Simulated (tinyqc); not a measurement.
Thermionic-field emission through a Schottky barrier, WKB: one step of the calculation.

Metal on an n-type semiconductor with one parabolic valley; V > 0 is forward bias (metal positive). Energies E are counted from the conduction edge of the neutral semiconductor, whose Fermi level lies at -xi; that of the metal lies at -xi - V. The barrier is a parabola of height Vd = phi - xi - V (depletion approximation, no image force).

Question. Current density on a coarse grid. For E < Vd, ln T(E) = -(Vd/E00) [sqrt(1 - y) - y ln((1 + sqrt(1 - y))/sqrt(y))], y = E/Vd; T(E) = 1 above. J = A* T (q/kB) int_0^infinity T(E) N(E) dE, N = ln[(1 + exp((-xi - E)/Vt))/(1 + exp((-xi - V - E)/Vt))], A* = 4 pi q me m0 kB^2/h^3 (times 1e-4 for A/(cm^2 K^2)). Simpson's rule on nE equally spaced points from 0 to Eb.

Values chosen for this exercise; band and dielectric values those of a made-up semiconductor:
- T = 300 K (temperature)
- me = 0.0332 m0 (electron mass)
- V = 0.1 V (bias)
- nE = 11 (points of the energy grid)
- Eb = 0.76 eV (upper end of the energy grid)

Constants: q = 1.602176634e-19 C, kB = 1.380649e-23 J/K, h = 6.62607015e-34 J s, m0 = 9.1093837015e-31 kg, Vt = kB T/q. Results are converted to the units shown.

xi = -0.054154234 eV
Vd = 0.60415423 V
E00 = 18.467335 meV

Wanted: E; T(E); N; T(E) N; J.

Answer.

```
point	E (eV)	T(E)	N	T(E) N
0	0.0000	6.197e-15	2.054	1.273e-14
1	0.0760	5.601e-11	0.3484	1.951e-11
2	0.1520	2.530e-8	0.02198	5.563e-10
3	0.2280	3.316e-6	0.001175	3.897e-9
4	0.3040	1.797e-4	6.217e-5	1.117e-8
5	0.3800	0.004660	3.287e-6	1.532e-8
6	0.4560	0.06116	1.738e-7	1.063e-8
7	0.5320	0.3974	9.191e-9	3.652e-9
8	0.6080	1.000	4.860e-10	4.860e-10
9	0.6840	1.000	2.570e-11	2.570e-11
10	0.7600	1.000	1.359e-12	1.359e-12
```

J = 0.04833 A/cm^2

The integrand peaks at E = 0.380 eV among these points, 0.63 of the barrier height.

Range of the model: The depletion approximation, a parabolic band and the neglect of image-force lowering make these currents estimates at high doping.

Computed by the program tinyqc: `OMP_NUM_THREADS=1 python tinyqc.py 2640111 2640112 out.jsonl`, one thread of a shared Intel Xeon 2.30GHz, about 0.05 s for the whole run.
